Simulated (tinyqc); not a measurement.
# Worked calculation: bandgap voltage reference from two bipolar transistors

Numbers from tinyqc (`OMP_NUM_THREADS=1 python tinyqc.py 2062002 2062003 out.jsonl`; about 0.02 s on one thread of a shared Intel Xeon 2.30GHz). Printed values are rounded.

Two transistors of area 1 and N carry the same current I. Is(T) = Is (T/T0)^eta exp[(Vg0 q/kB)(1/T0 - 1/T)], VBE1 = Vt ln(I/Is(T)) + I rb, VBE2 = Vt ln(I/(N Is(T))) + I rb/N. The amplifier forces I R1(T) = VBE1 - VBE2 + Vos, with R(T) = R (1 + tc (T - T0)) for both resistors, and the output is Vref = VBE1 + I R2(T). Base currents and the Early effect are neglected.

Parameters, values chosen for the exercise; values of the order met in silicon bipolar transistors: reference temperature T0 = 298 K; band-gap voltage extrapolated to 0 K Vg0 = 1.147 V; temperature exponent of the saturation current eta = 3.3; saturation current of the unit transistor at T0 Is = 1.6e-16 A; area ratio of the second transistor N = 24; resistor across which the difference of VBE falls, at T0 R1 = 5 kohm; temperature coefficient of both resistors tc = 0 ppm/K; offset of the amplifier Vos = 0 mV; series resistance of the unit transistor rb = 31 ohm; output resistor at T0 R2 = 32.75 kohm; temperature T = 253 K.

Constants: q = 1.602176634e-19 C, kB = 1.380649e-23 J/K. Results are converted to the units shown.

## Operating point at the reference temperature

Vt = kB T/q; I = (Vt ln N + Vos)/(R1(T) - rb (1 - 1/N)). Evaluate at T = T0.

Vt = 0.0256797 V
I = 16.4198 uA
Is(T) = 1.6e-16 A
VBE1 = 0.651600 V
I R2 = 0.537749 V
Vref = 1.18935 V

## Operating point at another temperature

Vt = kB T/q; I = (Vt ln N + Vos)/(R1(T) - rb (1 - 1/N)).

Vt = 0.0218019 V
I = 13.9403 uA
Is(T) = 3.30563e-20 A
VBE1 = 0.734617 V
I R2 = 0.456546 V
Vref = 1.19116 V

From T0 to T, VBE1 changes by 83.0 mV and I R2 by -81.2 mV, which leaves 1.81 mV in Vref.

## Resistor for zero slope at T0, ideal case

With tc = 0, Vos = 0 and rb = 0 the current is proportional to T, dVBE/dT = (VBE - Vg0 - (eta - 1) Vt)/T, and Vref has zero slope at T0 when Vref = Vg0 + (eta - 1) Vt0. Find VBE1, its slope, that Vref, R2/R1 and the curvature d2Vref/dT2 = -(eta - 1) kB/(q T0).

VBE1 = 0.650938 V
dVBE/dT = -1.86284 mV/K
Vref = 1.20606 V
R2/R1 = 6.80207
curvature = -0.665096 uV/K^2
